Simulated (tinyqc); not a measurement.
Resistance of a tapered via with liner, size effect and interface: one step of the calculation.

A round via whose diameter grows from db at the bottom as D(z) = db + 2 z/tan(ang). The fill, of diameter D - 2 tl, starts above the bottom liner (thickness fb tl) and has rho = rho0 (1 + ks lam/(D - 2 tl)); the sidewall liner conducts in parallel with it. The bottom liner and the interface are crossed over the full area pi db^2/4. Spreading in the lines above and below is left out.

Problem. Total resistance. R_fill = sum of the slices; R_bottom = rl fb tl/(pi db^2/4); R_interface = ri/(pi db^2/4); ballistic (Sharvin) limit 1/(Sb pi (db - 2 tl)^2/4); ideal cylinder rho0 hv/(pi db^2/4).

Inputs (values chosen for the exercise); fill metal close to ruthenium:
- db = 15 nm (diameter at the bottom)
- hv = 51 nm (height)
- rho0 = 7.81 uohm cm (bulk resistivity of the fill)
- tl = 0.1 nm (liner on the sidewall)
- fb = 0.7 (liner at the bottom over that on the sidewall)
- rl = 340 uohm cm (resistivity of the liner)
- ri = 1.5e-12 ohm cm^2 (interface resistivity at the bottom)
- Sb = 1.5e15 S/m^2 (ballistic conductance per area, about 3/(4 rho0 lam))

slice resistance, slice 0 to 8 (ohm): 3.3874995  3.0180519  2.7052076  2.4380669  2.2082154  2.0090775  1.8354565  1.6832038  1.5489759

Find: parts; R; shares; ballistic limit; ideal cylinder.

Solution.

parts (ohm): fill 20.83, bottom liner 1.347, interface 0.8488
R = 23.03 ohm
shares (%): fill 90.47, bottom liner 5.85, interface 3.69
ballistic limit = 3.875 ohm
ideal cylinder = 22.54 ohm

The fill is the largest part, and R is 1.02 times the ideal cylinder. With 2000 slices R = 23.043 ohm.

tinyqc, about 0.01 s, one thread, Intel Xeon 2.30GHz (shared host): `OMP_NUM_THREADS=1 python tinyqc.py 2750124 2750125 out.jsonl`
